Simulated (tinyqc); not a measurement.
Inside a calculation. Method: plane-wave Kohn-Sham cycle with exchange-only LDA in a layered model solid. One step of it, computed by the program tinyqc.

Question. Iteration 2: levels at that k. Diagonalise the Hermitian matrix.

H (hartree), order -2, -1, +0, +1, +2:
$$\begin{pmatrix}
0.023068 & -0.273727 & -0.076313 & 0.000048 & 0.000288 \\
-0.273727 & -0.138068 & -0.273727 & -0.076313 & 0.000048 \\
-0.076313 & -0.273727 & -0.170296 & -0.273727 & -0.076313 \\
0.000048 & -0.076313 & -0.273727 & -0.073614 & -0.273727 \\
0.000288 & 0.000048 & -0.076313 & -0.273727 & 0.151977
\end{pmatrix}$$

Give: eigenvalues.

Answer.

eigenvalues (hartree): [-0.6654, -0.2523, 0.0896, 0.2657, 0.3555]
